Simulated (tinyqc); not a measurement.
What each parameter does: Bethe-Salpeter matrix of a two-band square lattice (Tamm-Dancoff form).

One valence and one conduction band, lattice period 1, mesh k = 2 pi j/N along each axis (first index slowest). Pair energies D(k) = Eg + 2 t sum(1 - cos k), t = tc + tv. Screened attraction W(R) = U at R = 0 and V/|R| otherwise, R over the N x N cells with the nearest image; W(q) = sum_R W(R) cos(q R). H(k, k') = D(k) delta - W(k - k')/Nk + 2 J/Nk for singlets (J = 0 for triplets), Nk the number of k points. With a constant transition dipole the strength of a state is f = (sum_k A_k)^2/Nk, and the f sum to 1.

Parameters, chosen for this exercise:
- Eg = 3 eV (quasiparticle gap)
- tc = 0.25 eV (conduction hopping)
- tv = 0.05 eV (valence hopping)
- U = 1.36 eV (attraction in the same cell)
- V = 0 eV (attraction at one cell distance)
- J = 0.16 eV (exchange in the same cell)

N = 24: lowest singlet, its binding and f, and the singlet-triplet splitting. Each row changes one parameter from the base and keeps the others.

Results:
```
case,singlet (eV),binding (eV),f,splitting (eV)
base,2.7953,0.2047,0.633,0.2302
Eg = 3.2 eV,2.9953,0.2047,0.633,0.2302
tc = 0.33 eV,2.8915,0.1085,0.440,0.1783
tv = 0.03 eV,2.7634,0.2366,0.680,0.2420
U = 1.63 eV,2.6040,0.3960,0.770,0.2613
V = 0.1 eV,2.7625,0.2375,0.586,0.2181
J = 0.24 eV,2.8866,0.1134,0.501,0.3215
```

The largest shifts from the base row, up to three for each result and ties (the steps differ in size, so this ranks the rows, not the parameters). singlet (eV): Eg +0.2000, U -0.1913, tc +0.0963. binding (eV): U +0.1913, tc -0.0963, J -0.0913; unchanged at the printed digits by Eg. f: tc -0.193, U +0.137, J -0.132; unchanged at the printed digits by Eg. splitting (eV): J +0.0913, tc -0.0519, U +0.0311; unchanged at the printed digits by Eg. At zero total momentum only the sum tc + tv enters.

(tinyqc, `OMP_NUM_THREADS=1 python tinyqc.py 1280311 1280312 out.jsonl`, Intel(R) Xeon(R) Processor @ 2.30GHz, 1 thread, shared host, about 1 s.)
